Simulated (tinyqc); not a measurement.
Inside a calculation: short-period [001] superlattice in sp3s* tight binding. Values are carried at full precision from step to step, so a last printed digit may differ when a step is redone from the rounded ones.

sp3s* tight binding, nearest neighbours only: anion (a) at 0, cation (c) at a/4 (1,1,1), orbitals s, px, py, pz, s* on each; k in units of 2 pi/a. With phases e_j = exp(i (pi/2) k.n_j) for n = (1,1,1), (1,-1,-1), (-1,1,-1), (-1,-1,1): g0 = (e1+e2+e3+e4)/4, g1 = (e1+e2-e3-e4)/4, g2 = (e1-e2+e3-e4)/4, g3 = (e1-e2-e3+e4)/4. The diagonal holds the levels Esa, Epa, Exa (s*) and Esc, Epc, Exc. Anion-cation block: <sa|sc> = Vss g0; <sa|xc> = Vsapc g1; <xa|sc> = -Vscpa g1; <xa|xc> = Vxx g0; <xa|yc> = <ya|xc> = Vxy g3, <xa|zc> = <za|xc> = Vxy g2, <ya|zc> = <za|yc> = Vxy g1; <s*a|xc> = Vxapc g1; <xa|s*c> = -Vpaxc g1; y and z take g2 and g3 in place of g1; s-s* and s*-s* vanish.

Values chosen for the exercise (A near a published set for GaAs, B for AlAs; the results hold for these values, not for the real material):
- pA = (-8.34, 1.038, -2.653, 3.673, 8.606, 6.74, -6.447, 1.958, 5.082, 4.467, 5.797, 4.832, 4.795) eV (order Esa, Epa, Esc, Epc, Exa, Exc, Vss, Vxx, Vxy, Vsapc, Vscpa, Vxapc, Vpaxc)
- pB = (-7.507, 0.982, -1.162, 3.582, 7.502, 6.732, -6.669, 1.874, 4.286, 5.115, 5.498, 4.515, 4.997) eV (the same for B)
- dEv = 0.46 eV (valence offset: Ev(B) lies this far below Ev(A))
- n = 2 (monolayers of A)
- m = 1 (monolayers of B)

## Band line-up of the two bulk crystals

Edges on the common scale: Ev, the conduction level at Gamma, the minimum on (kx,0,0) for kx from 0.5 to 1, and the level at X.

Edges (eV):
```
crystal       Ev   Gamma  Delta minimum       X
A         0.0000  1.5542         2.0442  2.0442
B        -0.4600  2.5894         1.8176  1.8541
```

For Gamma electrons A is the well, 1.035 eV deep; for X electrons B is, 0.190 eV deep; holes sit in A.

## Shifted levels

Planes alternate anion, cation along [001], a/4 apart; at zero in-plane momentum s, pz, s* form one block. All levels of A are shifted so that its Ev (lower root of [[Epa, Vxx], [Vxx, Epc]]) is 0, and those of B so that its Ev is -dEv. A monolayer is an anion plane and the cation plane above it; an anion between unlike cations takes the mean of the two anion levels; each bond takes the couplings of its cation. Block from an anion to the cation above: U with Vss/2 (s,s), Vsapc/2 (s,z), -Vscpa/2 (z,s), Vxx/2 (z,z), Vxapc/2 (s*,z), -Vpaxc/2 (z,s*); to the cation below: the same with the s-z and s*-z signs reversed. The cell of n + m monolayers is closed with the phase exp(2 pi i q). No spin-orbit coupling. In this block 2 (n + m) levels are filled.

Parameters in the order Esa, Epa, Esc, Epc, Exa, Exc, Vss, Vxx, Vxy, Vsapc, Vscpa, Vxapc, Vpaxc. Find Ev of each set and shift the levels.

Ev before the shift (eV): A -0.0045, B 0.0012

Levels (eV):
```
plane                  s       p      s*
anion A          -8.3355  1.0425  8.6105
cation A         -2.6485  3.6775  6.7445
anion B          -7.9682  0.5208  7.0408
cation B         -1.6232  3.1208  6.2708
interface anion  -8.1519  0.7816  7.8256
```

## The matrix for n = 2, m = 1 at q = 0

Planes in the order a1, c1, a2, c2, ...; the A cations come first.

H (eV), rows sa1, za1, *a1, sc1, zc1, *c1, sa2, za2, *a2, sc2, zc2, *c2, sa3, za3, *a3, sc3, zc3, *c3 and columns alike:
```
[[-8.152, 0, 0, -3.224, 2.233, 0, 0, 0, 0, 0, 0, 0, 0, 0, 0, -3.334, -2.558, 0],
 [0, 0.782, 0, -2.898, 0.979, -2.397, 0, 0, 0, 0, 0, 0, 0, 0, 0, 2.749, 0.937, 2.498],
 [0, 0, 7.826, 0, 2.416, 0, 0, 0, 0, 0, 0, 0, 0, 0, 0, 0, -2.257, 0],
 [-3.224, -2.898, 0, -2.649, 0, 0, -3.224, 2.898, 0, 0, 0, 0, 0, 0, 0, 0, 0, 0],
 [2.233, 0.979, 2.416, 0, 3.677, 0, -2.233, 0.979, -2.416, 0, 0, 0, 0, 0, 0, 0, 0, 0],
 [0, -2.397, 0, 0, 0, 6.744, 0, 2.397, 0, 0, 0, 0, 0, 0, 0, 0, 0, 0],
 [0, 0, 0, -3.224, -2.233, 0, -8.336, 0, 0, -3.224, 2.233, 0, 0, 0, 0, 0, 0, 0],
 [0, 0, 0, 2.898, 0.979, 2.397, 0, 1.042, 0, -2.898, 0.979, -2.397, 0, 0, 0, 0, 0, 0],
 [0, 0, 0, 0, -2.416, 0, 0, 0, 8.610, 0, 2.416, 0, 0, 0, 0, 0, 0, 0],
 [0, 0, 0, 0, 0, 0, -3.224, -2.898, 0, -2.649, 0, 0, -3.224, 2.898, 0, 0, 0, 0],
 [0, 0, 0, 0, 0, 0, 2.233, 0.979, 2.416, 0, 3.677, 0, -2.233, 0.979, -2.416, 0, 0, 0],
 [0, 0, 0, 0, 0, 0, 0, -2.397, 0, 0, 0, 6.744, 0, 2.397, 0, 0, 0, 0],
 [0, 0, 0, 0, 0, 0, 0, 0, 0, -3.224, -2.233, 0, -8.152, 0, 0, -3.334, 2.558, 0],
 [0, 0, 0, 0, 0, 0, 0, 0, 0, 2.898, 0.979, 2.397, 0, 0.782, 0, -2.749, 0.937, -2.498],
 [0, 0, 0, 0, 0, 0, 0, 0, 0, 0, -2.416, 0, 0, 0, 7.826, 0, 2.257, 0],
 [-3.334, 2.749, 0, 0, 0, 0, 0, 0, 0, 0, 0, 0, -3.334, -2.749, 0, -1.623, 0, 0],
 [-2.558, 0.937, -2.257, 0, 0, 0, 0, 0, 0, 0, 0, 0, 2.558, 0.937, 2.257, 0, 3.121, 0],
 [0, 2.498, 0, 0, 0, 0, 0, 0, 0, 0, 0, 0, 0, -2.498, 0, 0, 0, 6.271]]
```

## Levels of the small cell

Diagonalise (s, pz, s* block of a cell with n = 2, m = 1; px and py are apart). The lowest 6 levels are filled. Give the share of the cation weight of the lowest empty level that lies on the A cations, c1 and c2.

levels (eV): [-12.431, -11.058, -10.873, -5.814, -5.476, -0.151, 1.823, 2.223, 2.239, 2.735, 2.817, 4.517, 6.588, 8.062, 9.310, 9.448, 10.493, 11.092]

share on A cations = 0.832

The lowest empty level is number 7, at 1.823 eV.

## Checks

- Cell of two equal monolayers against the bulk levels at Gamma and X: they agree to 1e-10 or better.

Run: tinyqc, `OMP_NUM_THREADS=1 python tinyqc.py 1480062 1480063 out.jsonl`; Intel(R) Xeon(R) Processor @ 2.30GHz, one thread, shared host; about 0.7 s of CPU time with all checks.
